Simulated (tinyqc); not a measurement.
Where the wafer is too thin: surface photovoltage measurement of the minority-carrier diffusion length in a wafer. Computed by tinyqc, a small Python program. Command: `OMP_NUM_THREADS=1 python tinyqc.py 3130249 3130250 out.jsonl spv walk`. One thread of a shared host (Intel(R) Xeon(R) Processor @ 2.30GHz), about 0.01 s of CPU time with the checks.

Low injection, steady light, a depletion layer much thinner than 1/alpha and L. The excess density dn is taken at the front edge of the neutral region; light that reaches the back is lost.

Inputs (values chosen for the exercise, modelled on p-type silicon at room temperature):
```
quantity                            value        unit
wafer thickness W                     775  micrometre
diffusivity D                        29.8      cm^2/s
front recombination velocity S_f      120        cm/s
back recombination velocity S_b       160        cm/s
photon flux entering              5.5e+13  1/(cm^2 s)
```

Method:
- alpha = (84.732/lambda - 76.417)^2 per cm with lambda in micrometre (an empirical fit for silicon between 0.7 and 1.05 micrometre).
- Thick wafer: dn = Phi L/((S_f + D/L)(L + 1/alpha)). Finite wafer, with s = S_b L/D, w = W/L, a = alpha L: dn = [Phi a/(a^2 - 1)] [a - B - exp(-alpha W)(a - s)/(cosh w + s sinh w)]/(S_f + B D/L), B = (sinh w + s cosh w)/(cosh w + s sinh w).
- Readings y = (Phi/dn) (1 + noise x g) at 780, 830, 880, 920, 950, 975 and 995 nm; a least-squares line y = c (1/alpha + L_app) gives L_app = intercept/slope.
- No noise; L is varied at fixed W, and the last two columns set S_b to 0 and to 1e7 cm/s.

Apparent length (micrometre):
```
L          W/L  given S_b     S_b = 0  S_b = 1e7
38.8    19.974       38.8  3.8800e+01      38.80
77.5    10.000       77.5  7.7500e+01      77.50
155.0    5.000      155.1  1.5510e+02     154.89
232.0    3.341      233.5  2.3397e+02     229.92
388.0    1.997      406.9  4.1745e+02     359.55
620.0    1.250      700.3  7.9448e+02     479.05
1010.0   0.767     1178.2  1.7559e+03     564.62
1630.0   0.475     1694.2  4.0637e+03     607.41
3100.0   0.250     2156.8  1.1965e+04     629.45
```

With a fast back surface L_app levels off, at 629 micrometre in the last row; with a passive one it reaches up to 3.86 times L among these rows and is 12000 in the last. All three columns are within 5 % of L down to W/L = 3.3.

Extremes, crossings and ranges named in words are read from the listed rows.
